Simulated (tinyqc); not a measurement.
# Channel mobility from two channel lengths

Inverse problem. Two power MOSFETs differ only in channel length: R_on = R_rest + Lc (Wp + a)/(2 mch Cox Vov), Cox = 3.9 eps0/tox. Find mch and R_rest.

Inputs (values chosen for the exercise): gate oxide thickness (eps_r 3.9) tox = 54 nm; gate overdrive Vov = 13 V; width of the p body in one cell, channels included Wp = 4.6 um; gap between neighbouring p bodies a = 4.1 um.

Constants: eps0 = 8.8541878128e-14 F/cm where lengths are in cm. Results are converted to the units shown.

R_on at Lc = 0.57 and 1.6 um (mohm cm^2): 4.3557465  6.8056043

Solution. R_on is a straight line in Lc; its slope gives mch and its intercept the rest.

mch = 22.0 cm^2/(V s)
R_rest = 3.00 mohm cm^2

tinyqc, about 0.01 s, one thread, Intel Xeon 2.30GHz (shared host): `OMP_NUM_THREADS=1 python tinyqc.py 2230136 2230137 out.jsonl`
